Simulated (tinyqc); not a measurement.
Heisenberg magnet: exchange from energy differences, ordering vector, linear spin waves and ordering temperature. Inputs raised by 10 %, one at a time. Computed by tinyqc, a small Python program. Command: `OMP_NUM_THREADS=1 python tinyqc.py 3020437 3020438 out.jsonl magnon sens`. One thread of a shared host (Intel(R) Xeon(R) Processor @ 2.30GHz), about 0.4 s of CPU time with the checks.

H = -sum over pairs <ij> J_ij S_i.S_j - K sum_i (S_i^z)^2, each pair once, J > 0 ferromagnetic. First neighbours: 12 at a (0.5, 0.5, 0), second: 6 at a (1, 0, 0), with all permutations and signs.

Inputs (values chosen for the exercise, for a model magnet): exchange J1 = 0.286 meV; exchange J2 = -0.0041 meV; spin S = 2.5; single-ion anisotropy K = 0.00082 meV; lattice constant a = 2.89 angstrom; mesh divisions n = 16.

Lattice: fcc. Order: ferromagnetic.

Constants: k_B = 8.617333262e-05 eV/K.

Method:
- g_s(q) = sum over shell s of cos(q.R), z1 = g1(0). E(q) = S [J(0) - J(q)] + (2S - 1) K, J(q) = J1 g1 + J2 g2. The factor 2S - 1 removes the anisotropy for S = 1/2.
- sum R_x^2 over the shells is s1 = 2 a^2 and s2 = 2 a^2. E = gap + D q^2 with D = (S/2)(J1 s1 + J2 s2) and gap = (2S - 1) K.
- J(q) = J1 g1(q) + J2 g2(q), g_s(q) = sum over shell s of cos(q.R).
- Mesh: q = sum_i (m_i + 1/2)/n b_i, m_i = 0..n-1, b = [[-1, 1, 1], [1, -1, 1], [1, 1, -1]] in 2 pi/a; <..> is the mean over the mesh.
- K left out. Mean field: k_B T = S (S + 1) J(Q)/3 at the ordering vector Q; random-phase (Tyablikov): k_B T = [S (S + 1)/3] / <1/(J(Q) - J(q))>; Curie-Weiss theta = S (S + 1) J(0)/(3 k_B).

Runs; columns: (1) input moved; (2) from; (3) to; (4) stiffness D (meV angstrom^2); (5) gap (meV); (6) mean-field ordering temperature (K); (7) random-phase ordering temperature (K):
```
(1)                                (2)       (3)    (4)       (5)    (6)    (7)
base run                             -         -  5.886  0.003280  115.3   87.2
exchange J1 (meV)                0.286    0.3146  6.483  0.003280  126.9   96.0
exchange J2 (meV)              -0.0041  -0.00451  5.878  0.003280  115.2   87.1
spin S                             2.5      2.75  6.475  0.003690  135.9  102.8
single-ion anisotropy K (meV)  0.00082  0.000902  5.886  0.003608  115.3   87.2
lattice constant a (angstrom)     2.89     3.179  7.122  0.003280  115.3   87.2
```

Exponents ln(y'/y) / ln(x'/x):
```
input                    stiffness D    gap  mean-field ordering temperature  random-phase ordering temperature
exchange J1                    1.014  0.000                            1.007                              1.009
exchange J2                   -0.015  0.000                           -0.008                             -0.010
spin S                         1.000  1.236                            1.724                              1.724
single-ion anisotropy K        0.000  1.000                            0.000                              0.000
lattice constant a             2.000  0.000                            0.000                              0.000
```

Which inputs matter most for each result?

Among the inputs moved here: stiffness D answers most in size to lattice constant a (exponent +2.000), next to exchange J1 (+1.014); its exponent is below 0.0005 for single-ion anisotropy K. Its exponent +1.000 in spin S: linear spin waves scale with S. Its exponent +2.000 in lattice constant a: D carries R^2. gap answers most in size to spin S (exponent +1.236), next to single-ion anisotropy K (+1.000); its exponent is below 0.0005 for exchange J1, exchange J2, lattice constant a. Its exponent +1.000 in single-ion anisotropy K: the gap of a ferromagnet is proportional to K. mean-field ordering temperature answers most in size to spin S (exponent +1.724), next to exchange J1 (+1.007); its exponent is below 0.0005 for single-ion anisotropy K, lattice constant a. Random-phase ordering temperature answers most in size to spin S (exponent +1.724), next to exchange J1 (+1.009); its exponent is below 0.0005 for single-ion anisotropy K, lattice constant a.
